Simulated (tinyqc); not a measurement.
Hall factor, magnetoresistance and optical conductivity for a power-law relaxation time: one step, computed by the program tinyqc.

One spherical parabolic band, tau(E) = tau_0 x^s with x = E/(k_B T). Landau quantisation is left out.

Problem. Density and moments of tau. <y> = int y x^(3/2) f (1 - f) dx / int x^(3/2) f (1 - f) dx, f = 1/(1 + exp(x - eta)). Integrals over x = E/(k_B T) use 160 Gauss-Legendre points in u = sqrt(x) from 0 to sqrt(max(eta, 0) + 45). n = (2 m k_B T)^(3/2)/(3 pi^2 hbar^3) int x^(3/2) f (1 - f) dx; moments in units of tau_0.

Inputs (values chosen for the exercise, with a mass close to that of electrons in germanium): effective mass m = 0.12 m_0; exponent s = 1; reduced Fermi level eta = -8; temperature T = 250 K.

Constants: m_0 = 9.1093837015e-31 kg; k_B = 1.380649e-23 J/K; hbar = 1.054571817e-34 J s.

Give: density n; <tau>/tau_0; <tau^2>/tau_0^2; <tau^3>/tau_0^3; <1/tau> tau_0.

Solution.

density n = 2.662e+14 1/cm^3

<tau>/tau_0 = 2.500

<tau^2>/tau_0^2 = 8.751

<tau^3>/tau_0^3 = 39.38

<1/tau> tau_0 = 0.6666
